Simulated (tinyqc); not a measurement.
Polarisation and half-bias from two TMR values.

Problem. A tunnel junction has TMR = TMR0/(1 + (V/Vh)^2), TMR0 = 2 P1 P2/(1 - P1 P2). Find TMR0, Vh and P2.

Inputs (values chosen for the exercise): spin polarisation of the reference layer P1 = 0.67.

TMR at 0.1 and 0.5 V (%): [166.82012, 97.178738]

Answer. 1/TMR is linear in V^2, and P1 P2 = TMR0/(2 + TMR0).

TMR0 = 172.0 %
Vh = 0.5700 V
P2 = 0.6900

Computed by the program tinyqc: `OMP_NUM_THREADS=1 python tinyqc.py 2450148 2450149 out.jsonl`, one thread of a shared Intel Xeon 2.30GHz, about 0.01 s for the whole run.
